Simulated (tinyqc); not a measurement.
# Schottky diode by the thermionic emission-diffusion theory: effects of single changes

Metal on an n-type semiconductor with one parabolic valley; V > 0 is forward bias (metal positive). The band bends as a parabola over the depletion layer, by Vd = Vbi - V; no image force. Carriers drift and diffuse up to the interface and leave it with the velocity vR.

Values chosen for this exercise; band and dielectric values those of a made-up semiconductor: temperature T = 300 K; electron mass me = 0.316 m0; relative permittivity eps_r = 9.61; electron mobility mun = 290 cm^2/(V s); barrier height seen from the metal phi = 1.3 eV; donor density Nd = 1.3e15 cm^-3; bias V = 0.68 V.

Constants: q = 1.602176634e-19 C, kB = 1.380649e-23 J/K, h = 6.62607015e-34 J s, m0 = 9.1093837015e-31 kg, Vt = kB T/q, eps0 = 8.8541878128e-14 F/cm where lengths are in cm. Results are converted to the units shown.

Each table varies one quantity; the others keep the values above.

## Effect of the doping

A* = 4 pi q me m0 kB^2/h^3 (times 1e-4 for A/(cm^2 K^2)); Nc = 2 (2 pi me m0 kB T/h^2)^1.5 (times 1e-6 for cm^-3); Vbi = phi - Vt ln(Nc/Nd); vR = A* T^2/(q Nc). LD = sqrt(eps0 eps_r Vt/(q Nd)), a = sqrt((Vbi - V)/Vt), D(a) = exp(-a^2) int_0^a exp(s^2) ds (Dawson), vD = mun Vt/(sqrt(2) LD D(a)). J = q Nc [vR vD/(vR + vD)] exp(-phi/Vt) [exp(V/Vt) - 1].

The same in every row: vR (cm/s) = 4.785e6.

Effect of the doping:
```
Nd (cm^-3)	vD (cm/s)	vD/(vR + vD)	J (A/cm^2)
1.2e14	1.103e6	0.1873	2.459e-5
4.3e14	2.194e6	0.3143	4.127e-5
1.5e15	4.282e6	0.4722	6.199e-5
5.4e15	8.467e6	0.6389	8.387e-5
1.9e16	1.649e7	0.7751	1.017e-4
6.9e16	3.256e7	0.8719	1.145e-4
2.5e17	6.408e7	0.9305	1.222e-4
8.7e17	1.232e8	0.9626	1.264e-4
```

What does the table show?

vD rises from 1.10e6 to 1.23e8 cm/s, as Nd^(0.53) at fixed mobility, and J rises from 2.46e-5 to 1.26e-4 A/cm^2, while the pure emission value 1.31e-4 A/cm^2 does not depend on Nd. In 3 of the 8 rows vD exceeds 3e7 cm/s, beyond usual saturation velocities, since the low-field mobility is used at the surface field.

## Current against voltage

Same model as above.

Ideality n = (dV/d ln[J/(1 - exp(-V/Vt))])/Vt.

Current against voltage:
```
V (V)	vD (cm/s)	vD/(vR + vD)	J (A/cm^2)	n
0.05	6.459e6	0.5744	1.683e-15	1.005
0.187	6.006e6	0.5565	3.814e-13	1.007
0.325	5.512e6	0.5353	7.639e-11	1.008
0.462	4.974e6	0.5096	1.456e-8	1.011
0.6	4.364e6	0.4770	2.836e-6	1.015
0.737	3.657e6	0.4332	5.157e-4	1.023
0.875	2.758e6	0.3656	0.09059	1.048
1.012	1.417e6	0.2284	11.33	1.190
```

What does the comparison show?

vD falls from 6.46e6 to 1.42e6 cm/s and the share vD/(vR + vD) falls from 0.574 to 0.228; n goes from 1.005 to 1.190. It exceeds 1 only as far as vD, which falls with the surface field, limits the current.

## Effect of the mobility

Same model as above.

The same in every row: vR (cm/s) = 4.7855e6.

Effect of the mobility:
```
mun (cm^2/(V s))	vD (cm/s)	vD/(vR + vD)	J (A/cm^2)
1.2	16415	0.0034184	4.4877e-7
4.4	60188	0.012421	1.6306e-6
16	2.1886e5	0.043735	5.7415e-6
57	7.7970e5	0.14010	1.8393e-5
210	2.8726e6	0.37511	4.9244e-5
750	1.0259e7	0.68192	8.9521e-5
2700	3.6933e7	0.88529	1.1622e-4
9800	1.3405e8	0.96553	1.2675e-4
```

J rises from 4.49e-7 to 1.27e-4 A/cm^2, as mun^(0.99) between the first two rows and mun^(0.07) between the last two. vD equals vR at mun = 350 cm^2/(V s): below that diffusion limits the current, above it emission. In 2 of the 8 rows vD exceeds 3e7 cm/s, beyond usual saturation velocities, since the low-field mobility is used at the surface field.

Program tinyqc, `OMP_NUM_THREADS=1 python tinyqc.py 2640094 2640095 out.jsonl`; Intel Xeon 2.30GHz, shared host, one thread, about 0.01 s.
